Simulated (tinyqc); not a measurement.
# Ballistic transport through the one-dimensional subbands of a rectangular nanowire or nanosheet channel, step by step

A worked calculation. Computed by tinyqc, a small Python program that keeps every step. Command: `OMP_NUM_THREADS=1 python tinyqc.py 3009863 3009864 out.jsonl wire walk`. One thread of a shared host (Intel(R) Xeon(R) Processor @ 2.30GHz), about 0.01 s of CPU time with the checks. Intermediate numbers are printed to about 5 digits and carried at full precision; extremes and crossings named in words are read from the listed rows.

Hard walls, parabolic subbands, transport along x. Energies are counted from the bulk conduction band edge at the top of the barrier, which the gate pulls down by U; the source Fermi level lies at the bulk edge when U = 0.

Inputs (values chosen for the exercise, modelled on silicon):

| quantity | value | unit |
|---|---|---|
| light mass m_t | 0.19 | m_0 |
| heavy mass m_l | 0.933 | m_0 |
| height a | 2.7 | nm |
| width b | 5.8 | nm |
| equivalent oxide thickness t | 1.6 | nm |
| gate voltage above flat band V_G | 1.1 | V |
| drain voltage V_D | 0.79 | V |
| temperature T | 150 | K |
| mean free path for back-scattering lambda | 6 | nm |
| channel length L | 8.3 | nm |

Valleys: silicon [100] wire.

Constants: hbar^2/(2 m_0) = 3.80998212 eV angstrom^2; k_B = 8.617333262e-05 eV/K; m_0 = 9.1093837015e-31 kg; k_B = 1.380649e-23 J/K; hbar = 1.054571817e-34 J s; eps_0 = 8.8541878128e-12 F/m; e = 1.602176634e-19 C; h = 6.62607015e-34 J s.

## Subbands

E_pq = (hbar^2 pi^2/2)(p^2/(m_y b^2) + q^2/(m_z a^2)); valley pairs: (m_x, m_y, m_z) = (m_t, m_t, m_l), (m_t, m_l, m_t), (m_l, m_t, m_t), each with degeneracy g = 2; the 10 lowest subbands are kept.

Subbands:

| valley axis | p | q | E (meV) | m_x (m_0) |
|---|---|---|---|---|
| z | 1 | 1 | 114.12 | 0.190 |
| z | 1 | 2 | 279.98 | 0.190 |
| y | 1 | 1 | 283.46 | 0.190 |
| z | 2 | 1 | 290.61 | 0.190 |
| y | 2 | 1 | 319.41 | 0.190 |
| x | 1 | 1 | 330.31 | 0.933 |
| y | 3 | 1 | 379.31 | 0.190 |
| z | 2 | 2 | 456.47 | 0.190 |
| y | 4 | 1 | 463.17 | 0.190 |
| x | 2 | 1 | 506.81 | 0.933 |

The second subband lies 165.9 meV, or 12.83 k_B T, above the first; the lowest belongs to the valleys with the heavy mass across the height.

## Self-consistent barrier

F_j(eta) = (1/Gamma(j + 1)) int_0^infinity x^j/(1 + exp(x - eta)) dx, F_0 = ln(1 + exp(eta)). Integrals over x = E/(k_B T) use 160 Gauss-Legendre points in u = sqrt(x) from 0 to sqrt(max(eta, 0) + 32). With degeneracy g = 2, eta_i = (U - E_i)/(k_B T) and u = e V_D/(k_B T): line density n = sum_i g sqrt(2 m_x k_B T/pi)/(2 hbar) [F_-1/2(eta_i) + F_-1/2(eta_i - u)]; gate: e n = C_ox (V_G - U/e), C_ox = 3.9 eps_0 2 (a + b)/t (flat-plate estimate); I = (2 e k_B T/h) sum_i g [F_0(eta_i) - F_0(eta_i - u)].

C_ox = 366.90 aF/micrometre

U = 326.75 meV

Occupation:

| subband | eta_i | n_i (1/nm) | I_i (microampere) |
|---|---|---|---|
| 1 | 16.450 | 6.5454e-01 | 3.2950e+01 |
| 2 | 3.619 | 2.9583e-01 | 7.3014e+00 |
| 3 | 3.349 | 2.8297e-01 | 6.7770e+00 |
| 4 | 2.796 | 2.5480e-01 | 5.7185e+00 |
| 5 | 0.568 | 1.1990e-01 | 2.0372e+00 |
| 6 | -0.276 | 1.6026e-01 | 1.1312e+00 |
| 7 | -4.066 | 2.4263e-03 | 3.4047e-02 |
| 8 | -10.036 | 6.2753e-06 | 8.7751e-05 |
| 9 | -10.554 | 3.7359e-06 | 5.2242e-05 |
| 10 | -13.930 | 2.8307e-07 | 1.7862e-06 |

line density n = 1.7707 1/nm

ballistic current I = 55.949 microampere

mean velocity I/(e n) = 1.9721 1e7 cm/s

5 of the subbands lie below the source Fermi level; the lowest carries 59 % of the current with 37 % of the charge. The gate spends 30 % of V_G on moving the bands.

## Conductance, capacitance and scattering

Linear conductance G = (2 e^2/h) sum_i g f(eta_i), g = 2, f = 1/(1 + exp(-eta_i)), with the barrier frozen at the eta_i above; current per perimeter I/(2(a + b)); with scattering, transmission lambda/(lambda + L) and low-bias resistance (1 + L/lambda)/G.

open modes sum g f = 9.9383

ballistic conductance = 770.03 microsiemens

current per perimeter = 3291.1 microampere/micrometre

transmission = 0.41958

low-bias resistance with scattering = 3.0951 kiloohm

Even without scattering the wire has h/(2 e^2 M) = 1.30 kiloohm, which sits in the contacts.

## Gate sweep

Open modes are sum_i g/(1 + exp(-eta_i)). The last column is e dn/dV_G over C_ox, taken up to the next row.

Against the gate voltage:

| V_G (V) | U (meV) | n (1/nm) | I (microampere) | open modes | C_g/C_ox |
|---|---|---|---|---|---|
| -0.190 | -190.00 | 8.6730e-12 | 1.2128e-10 | 1.2110e-10 | 1.1361e-07 |
| -0.086 | -86.00 | 2.7065e-08 | 3.7847e-07 | 3.7790e-07 | 1.0480e-03 |
| 0.034 | 33.87 | 2.8800e-04 | 4.0290e-03 | 4.0188e-03 | 3.4111e-01 |
| 0.160 | 116.89 | 9.8712e-02 | 1.6150e+00 | 1.1070e+00 | 6.7184e-01 |
| 0.260 | 149.71 | 2.5256e-01 | 5.6393e+00 | 1.8804e+00 | 5.7777e-01 |
| 0.390 | 204.60 | 4.2456e-01 | 1.4036e+01 | 2.0115e+00 | 5.9277e-01 |
| 0.530 | 261.61 | 6.1461e-01 | 2.3863e+01 | 2.9249e+00 | 8.3521e-01 |
| 0.690 | 287.98 | 9.2063e-01 | 3.2252e+01 | 5.6074e+00 | 8.9447e-01 |
| 0.860 | 305.92 | 1.2688e+00 | 4.1598e+01 | 7.7858e+00 | 9.1319e-01 |
| 1.100 | 326.75 | 1.7707e+00 | 5.5949e+01 | 9.9383e+00 | - |

Between the first two rows the current rises one decade per 30 mV, against the limit ln(10) k_B T/e = 30 mV. Above threshold C_g/C_ox lies between 0.58 and 0.91: the quantum capacitance in series costs a visible part. It dips where a subband has filled past its van Hove peak and recovers when the next one opens or the drain starts to fill the band.

Checks made by the program: density of the lowest subband against a direct sum over k (relative difference 1e-09).
